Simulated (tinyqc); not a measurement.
Switching kinetics of a ferroelectric film and the memory window of a ferroelectric gate stack: one step, computed by the program tinyqc. Command: `OMP_NUM_THREADS=1 python tinyqc.py 3017466 3017467 out.jsonl feswitch walk`. One thread of a shared host (Intel(R) Xeon(R) Processor @ 2.30GHz), about 0.02 s of CPU time with the checks.

Fields in MV/cm; 1 microcoulomb/cm^2 over eps_0 is 11.29409 MV/cm. In the stack (metal, ferroelectric, interlayer, channel) the channel is taken as a conductor.

Problem. Memory window. Saturated branches: P(E) = P_s tanh[(E -/+ E_c)/(2 delta)], delta = E_c/ln[(1 + P_r/P_s)/(1 - P_r/P_s)]; D = P + eps_0 eps_F E. At threshold the channel charge is negligible, so D = 0 on each branch: (1 - s) P(E) + eps_0 eps_F E = 0, with the screened share s. The rising branch has the root E0 between 0 and E_c; window = 2 E0 t_F; its upper bound is 2 E_c t_F.

Inputs (values chosen for the exercise, for a model film):
```
quantity                                 value               unit
saturation polarisation P_s                 32  microcoulomb/cm^2
ratio P_r/P_s                             0.73                  -
coercive field E_c                        0.67              MV/cm
permittivity of the ferroelectric eps_F     29                  -
thickness t_F                               22                 nm
share s of P screened by trapped charge    0.7                  -
```

delta = 0.3607087 MV/cm

Give: field E0; memory window; bound 2 E_c t_F; fixed-charge estimate 2 (1 - s) P_r t_F/(eps_0 eps_F).

Solution.

field E0 = 0.56094 MV/cm

memory window = 2.4681 V

bound 2 E_c t_F = 2.948 V

fixed-charge estimate 2 (1 - s) P_r t_F/(eps_0 eps_F) = 12.009 V

Charge and coercive field both limit the window.
